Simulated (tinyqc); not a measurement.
From a target wavelength to the width: optical transitions of a finite quantum well. Two cases, with inputs chosen for the exercise.

Problem. Which width puts the e1-hh1 edge, hc/(Eg + e1 + hh1), at the wavelength below?

Each carrier sees a square well of width L with its own depth V and masses m (inside), mb (outside); c = hbar^2/2m0, k = sqrt(m E/c), kappa = sqrt(mb (V - E)/c), and level n solves k L + 2 atan[(k/m)/(kappa/mb)] = n pi. The envelope is cos(kz) for odd n and sin(kz) for even n inside, joins exp(-kappa (|z| - L/2)) outside, and is normalised to 1. Excitons and band mixing are left out.

Constants: hbar^2/2m0 = 3.80998211 eV angstrom^2; hc = 1239.841984 eV nm.

Find: e1 + hh1 needed; L; e1; hh1.

Method. Both confinement energies fall steadily with L, so their sum meets the target once; bisection in L finds it.

Case 1.

Values chosen (near those of an InGaAs well in InP; not measured data):
- Eg = 0.806 eV (gap of the well)
- Vc = 0.264 eV (conduction offset)
- Vv = 0.352 eV (valence offset)
- me = 0.0411 m0 (electron, well)
- meb = 0.083 m0 (electron, barrier)
- mh = 0.385 m0 (heavy hole along z, well)
- mhb = 0.523 m0 (heavy hole, barrier)

edge wavelength = 1445.788 nm

Solution.

e1 + hh1 needed = 51.6 meV
L = 94.0 angstrom
e1 = 42.9 meV
hh1 = 8.6 meV

Case 2.

Values chosen (near those of a GaAs well in AlGaAs; not measured data):
- Eg = 1.519 eV (gap of the well)
- Vc = 0.243 eV (conduction offset)
- Vv = 0.132 eV (valence offset)
- me = 0.0682 m0 (electron, well)
- meb = 0.0919 m0 (electron, barrier)
- mh = 0.333 m0 (heavy hole along z, well)
- mhb = 0.416 m0 (heavy hole, barrier)

edge wavelength = 799.041 nm

Solution.

e1 + hh1 needed = 32.7 meV
L = 110.0 angstrom
e1 = 26.1 meV
hh1 = 6.6 meV

Computed by tinyqc, one run a case: `OMP_NUM_THREADS=1 python tinyqc.py N N+1 out.jsonl` with N = 1282379, 1282389; one thread of a shared Intel(R) Xeon(R) Processor @ 2.30GHz, about 0.07 s a run at most.
